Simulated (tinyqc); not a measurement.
# MOSFET in saturation, small-signal circuit and noise: effect of the gate length on speed and noise

Bias by the inversion coefficient IC = I/Ispec (charge-based model with velocity saturation; weak inversion below 0.1, strong above 10). Common-source circuit: gm, gds, Cgs, Cgd and Cj at the inner nodes, Rg in series with the gate; quasi-static, no source or drain resistance, no gate-body capacitance, no substrate network, no induced gate noise, so fmax is an upper estimate.

Ispec = 2 n mu Cox (W/L) Vt^2, lc = Ls/L, gms = [sqrt((lc IC + 1)^2 + 4 IC) - 1]/[2 + lc (lc IC + 1)], gm = gms Ispec/(n Vt), gds = sg gm. qs = [sqrt(1 + 4 IC) - 1]/2, Cgs = Cox W L qs (2 qs + 3)/(3 (qs + 1)^2) + Cov W, Cgd = Cov W, Cd = Cj W, Rg = Rsh (Wf/L)/(12 Nf) + Rc/W with Nf = W/Wf fingers (not rounded) contacted at both ends. fT = gm/(2 pi (Cgs + Cgd)), fmax = fT/(2 sqrt(Rg (gds + 2 pi fT Cgd))). Channel noise Sid = 4 kB T gam n gm with gam = (1/2 + (2/3) qs)/(1 + qs) + gw lc IC, qs = [sqrt(1 + 4 IC) - 1]/2, lc = Ls/L (the last term an empirical rise with velocity saturation); at the gate, white noise Sw = Sid/gm^2 + 4 kB T Rg. Number fluctuation with correlated mobility: S(f) = K/f, K = q^2 Vt lt Nt/(W L Cox^2) (1 + ac mu Cox I/gm)^2, Vt in eV with Nt per eV. Corner fc = K/Sw. IC is held fixed, and so is sg.

Parameters, values chosen for the exercise:
```
symbol,value,unit,meaning
T,293,K,temperature
W,10,um,total gate width
Cox,0.92,uF/cm^2,gate capacitance
mu,160,cm^2/(V s),mobility
n,1.21,,slope factor
Ls,15,nm,velocity-saturation length
sg,0.15,,ratio gds/gm
Cov,0.3,fF/um,overlap and fringe capacitance per side
Cj,0.82,fF/um,drain junction capacitance
Rsh,15,ohm,sheet resistance of the gate
Wf,2,um,finger width
Rc,50,ohm um,gate contact and vertical resistance
IC,8.6,,inversion coefficient
gw,0.13,,short-channel excess of the noise factor
Nt,3.9e17,cm^-3 eV^-1,oxide trap density
lt,0.1,nm,tunnelling length into the oxide
ac,10000,V s/C,Coulomb scattering coefficient
```

Constants: q = 1.602176634e-19 C, kB = 1.380649e-23 J/K, Vt = kB T/q. Results are converted to the units shown.

Results:
```
L (nm)	I (uA)	Rg (ohm)	fT (GHz)	fmax (GHz)	sqrt(Sw) (nV/Hz^0.5)	fc (MHz)
20	976.50	30.000	94.470	175.89	2.7116	367.92
32	610.31	20.625	75.096	187.07	2.5640	222.01
50	390.60	15.000	53.178	181.65	2.6118	126.61
79	247.22	11.329	32.693	159.88	2.8541	64.410
130	150.23	8.8462	16.964	125.11	3.3368	28.052
320	61.031	6.5625	4.0942	62.779	4.8306	5.3707
500	39.060	6.0000	1.8732	40.303	5.9259	2.2795
```

Estimate the missing row, L = 200 nm.

Computed row:
```
L (nm)	I (uA)	Rg (ohm)	fT (GHz)	fmax (GHz)	sqrt(Sw) (nV/Hz^0.5)	fc (MHz)
200	97.650	7.5000	8.8682	93.349	3.9442	12.945
```

With this row back in the table: As L goes from 20 to 500 nm, fT falls from 94.5 to 1.87 GHz, fmax goes from 176 through a maximum of 187 (at L = 32 nm among the rows listed) to 40.3 GHz, the white noise goes from 2.71 through a minimum of 2.56 (at L = 32 nm among the rows listed) to 5.93 nV/Hz^0.5 and the corner falls from 368 to 2.28 MHz. fT goes as L^(-0.49) between the first two rows and L^(-1.75) between the last two; with no overlap and no velocity saturation it would go as 1/L^2. For L = 79 to 500 nm fmax exceeds 4 fT, where channel resistance and substrate losses, left out here, would cap it.

Numbers from tinyqc (`OMP_NUM_THREADS=1 python tinyqc.py 2150070 2150071 out.jsonl`; about 0.01 s on one thread of a shared Intel Xeon 2.30GHz).
